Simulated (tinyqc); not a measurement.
Global model of a low-pressure process discharge: electron temperature, density, ion flux and ion energy. Changing the height L. Computed by tinyqc, a small Python program. Command: `OMP_NUM_THREADS=1 python tinyqc.py 3113594 3113595 out.jsonl plasma sweep`. One thread of a shared host (Intel(R) Xeon(R) Processor @ 2.30GHz), about 0.01 s of CPU time with the checks.

Maxwellian electrons with temperature T_e in eV, one positive ion, no negative ions, uniform bulk density n; rate constants have the Arrhenius form.

Inputs (values chosen for the exercise, of the order of those of an inductive discharge in a simple atomic gas):

| quantity | value | unit |
|---|---|---|
| ion mass M | 40 | u |
| ionisation prefactor K0 | 6.2e-14 | m^3/s |
| ionisation energy E_iz | 15.5 | eV |
| excitation prefactor X0 | 2.7e-14 | m^3/s |
| excitation energy E_ex | 8.72 | eV |
| elastic rate constant K_el | 8.3e-14 | m^3/s |
| ion-neutral cross section | 1.1e-18 | m^2 |
| pressure p | 0.32 | Pa |
| gas temperature T_g | 400 | K |
| radius R | 25 | cm |
| absorbed power P | 370 | W |

Constants: k_B = 1.380649e-23 J/K; e = 1.602176634e-19 C; u = 1.6605390666e-27 kg; m_0 = 9.1093837015e-31 kg.

Method:
- n_g = p/(k_B T_g); lambda_i = 1/(n_g sigma); h_L = 0.86/sqrt(3 + L/(2 lambda_i)), h_R = 0.8/sqrt(4 + R/lambda_i); A_eff = 2 pi R^2 h_L + 2 pi R L h_R; d_eff = pi R^2 L/A_eff.
- Particle balance: K0 exp(-E_iz/T_e) n_g d_eff = u_B, u_B = sqrt(e T_e/M).
- Root found by bracketing.
- E_c = E_iz + (X0 exp(-E_ex/T_e) E_ex + K_el (3 m_0/M) T_e)/K_iz; wall potential V_s = (T_e/2) ln(M/(2 pi m_0)); E_T = E_c + 2 T_e + T_e/2 + V_s; n = P/(e u_B A_eff E_T); ion current density J = e h_L n u_B; ionised share n/n_g.

One run for each value:

| height L (cm) | T_e (eV) | ion current density J (mA/cm^2) | plasma density n (1/cm^3) | d_eff (cm) |
|---|---|---|---|---|
| 2.0 | 4.9969 | 1.3809 | 5.5053e+10 | 2.149 |
| 3.1 | 4.2486 | 1.3839 | 6.2654e+10 | 3.423 |
| 4.7 | 3.7252 | 1.3242 | 6.7992e+10 | 5.351 |
| 7.2 | 3.3134 | 1.2052 | 7.1189e+10 | 8.464 |
| 11.0 | 2.9955 | 1.0383 | 7.1500e+10 | 13.221 |
| 26.0 | 2.5613 | 0.6229 | 6.1099e+10 | 29.389 |
| 40.0 | 2.4297 | 0.4275 | 5.0860e+10 | 39.730 |

Give the missing row, height L (cm) = 17.0.

Computed row:
```
height L (cm)  T_e (eV)  ion current density J (mA/cm^2)  plasma density n (1/cm^3)  d_eff (cm)
17.0             2.7443                           0.8329                 6.8167e+10      20.322
```

Interpolating between the two neighbouring rows (the first column on a logarithmic scale, the others too where they are positive) misses most in ion current density J (mA/cm^2), by 3.7 %. Over the rows, T_e (eV) falls from 5.00 to 2.43 (exponent d ln y / d ln x -0.37 between the first rows and -0.12 between the last); ion current density J (mA/cm^2) goes from 1.38 through a maximum among these rows, 1.38 at 3.10, to 0.428; plasma density n (1/cm^3) goes from 5.51e10 through a maximum among these rows, 7.15e10 at 11.0, to 5.09e10.

Extremes, crossings and ranges named in words are read from the listed rows.
